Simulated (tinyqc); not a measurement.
Inside a calculation. Model: decay of LO phonons and the hot-phonon bottleneck in the cooling of electrons. Computed by tinyqc, a small Python program that keeps every step. Command: `OMP_NUM_THREADS=1 python tinyqc.py 3020946 3020947 out.jsonl hotphonon walk`. One thread of a shared host (Intel(R) Xeon(R) Processor @ 2.30GHz), about 0.01 s of CPU time with the checks. Intermediate numbers are printed to about 7 digits and carried at full precision; extremes and crossings named in words are read from the listed rows.

n(E, T) = 1/(exp(E/(k_B T)) - 1) is the Bose occupation. Electrons have a temperature T_e; the LO modes within their reach share one occupation N; the decay products stay at the lattice temperature.

Inputs (values chosen for the exercise, modelled on aluminium nitride):
```
quantity                                             value    unit
LO energy hbar omega                                   112     meV
lifetime at T = 0, tau_0                               1.4      ps
share f of the energy in the softer product           0.29       -
lattice temperature T                                  300       K
electron mass m*                                     0.328     m_0
eps_inf                                               4.69       -
static dielectric constant eps_s                      8.66       -
electron density n                                 3.7e+18  1/cm^3
density of LO modes that the electrons reach, N_m  6.8e+18  1/cm^3
power supplied per electron P                           14      nW
step factor                                            0.6       -
```

Decay channel: two unequal phonons (Ridley).

Constants: k_B = 8.617333262e-05 eV/K; c = 299792458 m/s; e^2/(4 pi eps_0) = 14.39964548 eV angstrom; hbar^2/(2 m_0) = 3.80998212 eV angstrom^2; hbar = 6.582119569e-16 eV s; e = 1.602176634e-19 C; k_B = 1.380649e-23 J/K.

## Lifetime and Raman width

Decay rate 1/tau = (1/tau_0) [1 + n(f hbar omega) + n((1 - f) hbar omega)]. Full width Gamma = 1/(2 pi c tau) in 1/cm, c in cm/s.

thermal factor tau_0/tau = 1.446357

phonon lifetime tau = 0.9679493 ps

Raman width Gamma = 5.484624 1/cm

equilibrium LO occupation N_0 = 0.01331146

Stimulated decay shortens the lifetime by 31 %.

## Spontaneous emission time

Froehlich coupling alpha = (e^2/(4 pi eps_0)) (1/eps_inf - 1/eps_s) k_0/(2 hbar omega), k_0 = sqrt(m* hbar omega/(hbar^2/(2 m_0))); emission time tau_sp = hbar/(2 alpha hbar omega); bottleneck ratio r = (n/N_m) tau/tau_sp.

alpha = 0.6170041

emission time tau_sp = 4.762442 fs

bottleneck ratio r = 110.5900

r compares the rate at which electrons exchange quanta with a mode to its decay rate. Exchange outruns decay, so a hot population builds up if the power is high enough. Caution: alpha is above 1/2, so hbar/tau_sp exceeds hbar omega and the emission time, a weak-coupling result, is only rough.

## Electron and phonon temperatures in closed form

Net emission per electron: [(N + 1) x - N]/tau_sp with x = exp(-hbar omega/(k_B T_e)), a simple two-level balance; steady state of the modes: n [(N + 1) x - N]/tau_sp = N_m (N - N_0)/tau; power per electron P = hbar omega [(N + 1) x - N]/tau_sp. With p = P tau_sp/(hbar omega): N = N_0 + r p and x = (p + N)/(N + 1); without hot phonons N = N_0. The mode temperature T_LO solves n(hbar omega, T_LO) = N.

reduced power p = 0.003715603

LO occupation N = 0.4242199

electron temperature T_e = 1080.920 K

T_e without hot phonons = 318.0740 K

mode temperature T_LO = 1073.137 K

Hot phonons raise T_e by 763 K. T_LO lies close to T_e: electrons and LO modes form one hot system, cooled only by the decay. Caution: at such T_e upper valleys, non-parabolic bands or other phonons can take part.

## The same balance by iteration

Eliminating N gives P(T_e) = (hbar omega/tau_sp) [(N_0 + 1) x - N_0]/[1 + r (1 - x)]. Newton steps on ln P against ln T_e, times the step factor, each limited to 0.7 in ln T_e and to keeping a fifth of T_e - T; start at 1.5 T; stop when |ln(P/P(T_e))| < 1e-9 or after 40 steps.

Iterations:
```
step   T_e (K)  P(T_e) (nW)  ln(P/P(T_e))
0      450.000      1.54042  2.207000e+00
1      629.286      4.44669  1.146897e+00
2      819.884      8.23303  5.309037e-01
3      954.332     11.14496  2.280701e-01
4     1025.643     12.74230  9.413010e-02
5     1057.973     13.47602  3.814531e-02
6     1071.601     13.78689  1.533901e-02
7     1077.169     13.91418  6.148672e-03
8     1079.416     13.96558  2.461568e-03
...        ...          ...           ...
17    1080.920     13.99999  6.456528e-07
18    1080.920     14.00000  2.582612e-07
19    1080.920     14.00000  1.033045e-07
20    1080.920     14.00000  4.132179e-08
21    1080.920     14.00000  1.652872e-08
22    1080.920     14.00000  6.611486e-09
23    1080.920     14.00000  2.644594e-09
24    1080.920     14.00000  1.057838e-09
25    1080.920     14.00000  4.231351e-10
```

converged (1 yes, 0 no) = 1

T_e from the iteration = 1080.920 K

Converged at step 25.

## Energy relaxation with and without hot phonons

P(T_e) = (hbar omega/tau_sp) [(N_0 + 1) x - N_0]/[1 + r (1 - x)], and r = 0 without hot phonons; energy relaxation time tau_E = (3/2) k_B (T_e - T)/P.

Cooling:
```
T_e (K)  P, cold phonons (nW)  P, hot phonons (nW)     ratio  tau_E (ps)           N
330                  24.20931            0.2212190  109.4360    2.808493  0.01980437
380                  74.70670            0.6918997  107.9733    2.394536  0.03361914
450                  162.4113             1.540423  105.4329    2.016628  0.05852380
600                  387.4496             3.917008  98.91469    1.586139   0.1282780
800                  701.9388             7.816212  89.80550    1.324794   0.2427220
1100                 1121.231             14.43757  77.66067    1.147547   0.4370628
1600                 1644.405             26.30755  62.50694    1.023381   0.7854539
2300                 2119.677             43.48889  48.74066   0.9524151    1.289736
```

Reabsorption cuts the loss by a factor 109 at the lowest T_e and 48.7 at the highest; the factor is 1 + r (1 - x) with r = 111. tau_E runs from 2.8 to 0.95 ps, with its shortest value, 0.95 ps, at T_e = 2300 K, against tau_sp = 4.8 fs and a phonon lifetime of 0.97 ps. For r (1 - x) much above 1 the loss tends to hbar omega (N_m/n)(n(hbar omega, T_e) - N_0)/tau, in which tau_sp no longer appears. Pauli blocking is left out, as are upper valleys and non-parabolic bands, which can matter above about 1000 K.

Checks made by the program: iteration against the closed form (relative difference 3e-10).
